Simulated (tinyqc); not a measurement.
AlGaN/GaN HEMT, charge control with polarisation charge: one step of the calculation.

A two-dimensional electron gas of density ns under a barrier. EF and the subbands are counted from the conduction-band edge of the channel at the interface. Two subbands of a triangular well with an infinite wall, parabolic band, no carriers in the barrier.

Problem. New ns. F = q (eta ns + Nb)/(eps0 ec) in eV/nm; E_k = a_k (C F^2/me)^(1/3), a_0 = 2.338107, a_1 = 4.087949, C = hbar^2/(2 m0); D = me m0 q/(pi hbar^2); ns = D Vt [ln(1 + exp((EF - E_0)/Vt)) + ln(1 + exp((EF - E_1)/Vt))], which gives EF = E_0 + Vt ln{2 s/[(1 + u) + sqrt((1 + u)^2 + 4 u s)]} with s = exp(ns/(D Vt)) - 1, u = exp((E_0 - E_1)/Vt). Substitution: ns(new) = eps0 eb (Vg - Voff - EF)/(q d) - Nb.

Parameters, values chosen for the exercise; material values close to those of AlGaN on GaN:
```
symbol   value   unit                                         meaning
T          500      K                                     temperature
d           12     nm                               barrier thickness
me        0.21     m0                    electron mass in the channel
ec        9.24                   relative permittivity of the channel
eta        0.6         share of ns that counts in the confining field
Nb      2.2e10  cm^-2                  depletion charge of the buffer
Vg       -2.86      V                                    gate voltage
```

Constants: q = 1.602176634e-19 C, kB = 1.380649e-23 J/K, hbar = 1.054571817e-34 J s, m0 = 9.1093837015e-31 kg, Vt = kB T/q, eps0 = 8.8541878128e-14 F/cm where lengths are in cm, hbar^2/(2 m0) = 0.0380998212 eV nm^2. Results are converted to the units shown.

ns after iteration 1 = 5.0713327e12 cm^-2
eb = 9.06
Voff = -4.2517565 V

Find: E_0; E_1; EF; ns after iteration 2.

Solution.

E_0 = 0.20291 eV
E_1 = 0.35476 eV
EF = 0.24337 eV
ns after iteration 2 = 4.7695e12 cm^-2

Computed by the program tinyqc: `OMP_NUM_THREADS=1 python tinyqc.py 2180117 2180118 out.jsonl`, one thread of a shared Intel Xeon 2.30GHz, about 0.01 s for the whole run.
